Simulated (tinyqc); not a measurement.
Born-Oppenheimer dynamics on the RHF/sto-3g surface (energies and gradients from PySCF), for H3-, spin multiplicity 1, step by step. The basis has no diffuse functions, so it cannot describe the extra electron: this is an exercise in the method, not the real anion. Computed by tinyqc, a small Python program that keeps every step (integrals from PySCF). Settings: charge = -1, multiplicity = 1, basis = sto-3g, time step (fs) = 1.0, steps = 16. Command: `OMP_NUM_THREADS=1 python tinyqc.py 28524 28525 out.jsonl` (the two numbers bound the seeds that draw the settings). One thread of a shared host (Intel(R) Xeon(R) Processor @ 2.60GHz), about 0.6 s of CPU time with the checks.

positions (bohr):
```
            x          y          z
1H  -0.049133  -0.030236  -0.003779
2H  -0.103935  -0.009449   1.621385
3H   0.003779   0.020787  -1.534458
```

The total energy should stay constant up to terms of order dt^2; the step counts as short enough if it moves by less than 2 % of the largest kinetic energy.

Trajectory:

| time (fs) | 1H-2H (angstrom) | potential (hartree) | kinetic (hartree) | total (hartree) |
|---|---|---|---|---|
| 0.000000 | 0.860559 | -1.29546621 | 0.00004270 | -1.29542350 |
| 1.000000 | 0.883762 | -1.30633271 | 0.00962742 | -1.29670529 |
| 2.000000 | 0.944655 | -1.32373230 | 0.02579156 | -1.29794074 |
| 3.000000 | 1.021786 | -1.32765996 | 0.03001627 | -1.29764369 |
| 4.000000 | 1.093963 | -1.31917995 | 0.02220921 | -1.29697075 |
| 5.000000 | 1.146204 | -1.30725121 | 0.01073513 | -1.29651607 |
| 6.000000 | 1.169338 | -1.29877712 | 0.00246951 | -1.29630761 |
| 7.000000 | 1.158200 | -1.29713108 | 0.00085682 | -1.29627426 |
| 8.000000 | 1.110618 | -1.30285405 | 0.00644323 | -1.29641082 |
| 9.000000 | 1.027970 | -1.31367679 | 0.01686927 | -1.29680752 |
| 10.000000 | 0.918339 | -1.32340407 | 0.02585944 | -1.29754464 |
| 11.000000 | 0.804173 | -1.32204925 | 0.02410894 | -1.29794031 |
| 12.000000 | 0.733429 | -1.30859751 | 0.01234930 | -1.29624821 |
| 13.000000 | 0.761502 | -1.30615260 | 0.00972654 | -1.29642606 |
| 14.000000 | 0.877737 | -1.31500607 | 0.01776100 | -1.29724507 |
| 15.000000 | 1.031401 | -1.32115304 | 0.02399711 | -1.29715592 |
| 16.000000 | 1.185272 | -1.32279464 | 0.02579831 | -1.29699632 |

Is the time step short enough?

No. The total energy moves within 2.5e-03 hartree; that is over 2 % of the largest kinetic energy, so the time step is too long.
